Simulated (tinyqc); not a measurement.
Composition against offsets: model-solid line-up of a strained alloy layer on a substrate.

All values of the alloy are linear in x but the gap, Eg(x) = (1 - x) Eg_A + x Eg_B - C x (1 - x), and the valence edge, Ev(x) = (1 - x) Ev_A + x Ev_B + fv C x (1 - x); Ec = Ev + Eg. Ev is the top of the unstrained valence band on a scale common to all materials. In the layer only the Gamma valley of the conduction band is followed, also where an X or L valley would lie lower.

Coherent growth on a (001) face: e_par = (a_s - a)/a, e_perp = -2 (C12/C11) e_par; exx = eyy = e_par, ezz = e_perp, no shear.

Strained edges: Ec + ac tr(e); the valence edges are Ev plus the levels of the 6 x 6 matrix of X, Y, Z times spin with -Dso/3 + l exx + m (eyy + ezz) on the diagonal (cyclic), n exy off it, l = av + 2 b, m = av - b, n = sqrt(3) d. Spin-orbit term (Dso/3) L.sigma on X, Y, Z with (L_k)_ij = -i epsilon_kij: <X+|H|Y+> = -i Dso/3, <X+|H|Z-> = Dso/3, <Y+|H|Z-> = -i Dso/3, <Z+|H|X-> = -Dso/3, <Z+|H|Y-> = i Dso/3, <X-|H|Y-> = i Dso/3, and their conjugates; + and - are the spin along z.

dEc = Ec(substrate) - Ec(layer), dEv = Ev(layer) - Ev(substrate); positive values confine the carrier in the layer. Type I: both of one sign; type II: opposite signs; type III: the gaps do not overlap.

Parameters, chosen for this exercise (A near GaAs, B near GaSb, substrate near InP; the results hold for these values, not for the real material):
- a = (5.656, 6.089) angstrom (lattice constant of A, B)
- Eg = (1.523, 0.82) eV (gap at Gamma to the s-like level of A, B)
- Dso = (0.337, 0.757) eV (spin-orbit splitting of A, B)
- Ev = (-0.81, -0.03) eV (top of the unstrained valence band of A, B)
- ac = (-7.13, -7.51) eV (conduction deformation potential of A, B)
- av = (1.17, 0.79) eV (valence hydrostatic potential of A, B)
- b = (-1.99, -2.02) eV (tetragonal shear potential of A, B)
- d = (-4.74, -4.7) eV (trigonal shear potential of A, B)
- C11 = (121.5, 88.1) GPa (of A, B)
- C12 = (56.2, 40.5) GPa (of A, B)
- C44 = (59.4, 43.6) GPa (of A, B)
- C = 1.558 eV (bowing of the gap)
- fv = 0.75 (share of the bowing taken by the valence edge)
- a_s = 5.877 angstrom (substrate)
- Eg_s = 1.441 eV (lowest gap of the substrate)
- Ev_s = -0.93 eV (substrate valence edge)
- face = 001 (growth face)

Each composition is strained to the same substrate.

Results:

| x | e_par (%) | relaxed gap (eV) | strained gap (eV) | valence splitting (meV) | dEc (eV) | dEv (eV) | type |
|---|---|---|---|---|---|---|---|
| 0.12 | 2.96 | 1.274 | 0.849 | 274 | 0.058 | 0.534 | I |
| 0.24 | 2.03 | 1.070 | 0.788 | 179 | 0.008 | 0.645 | I |
| 0.35 | 1.20 | 0.923 | 0.762 | 100 | -0.047 | 0.726 | II |
| 0.47 | 0.30 | 0.804 | 0.766 | 23 | -0.118 | 0.793 | II |
| 0.58 | -0.51 | 0.736 | 0.762 | 38 | -0.192 | 0.872 | II |
| 0.70 | -1.38 | 0.704 | 0.774 | 97 | -0.284 | 0.951 | II |
| 0.81 | -2.16 | 0.714 | 0.824 | 144 | -0.378 | 0.995 | II |
| 0.93 | -3.00 | 0.768 | 0.920 | 191 | -0.491 | 1.011 | II |

The alloy matches the substrate at x = 0.510, where the top valence edge changes its character and the splitting passes through zero. The strained gap runs from 0.849 to 0.920 eV, against 1.274 to 0.768 eV for the relaxed alloy: strain reverses the change that the composition makes. It is not monotonic; its extremes in the table are 0.762 and 0.920 eV. Strains above 2 % can be kept only in layers of a few nanometres. The type changes: I to II between x = 0.24 and 0.35. Offsets below about 50 meV are within the spread of parameter sets, so those rows do not settle the type.

Computed by tinyqc, a small Python program: `OMP_NUM_THREADS=1 python tinyqc.py 1080245 1080246 out.jsonl` (the numbers bound the seed that draws the inputs); one thread of a shared host (Intel(R) Xeon(R) Processor @ 2.30GHz), about 0.01 s for the whole set of steps.
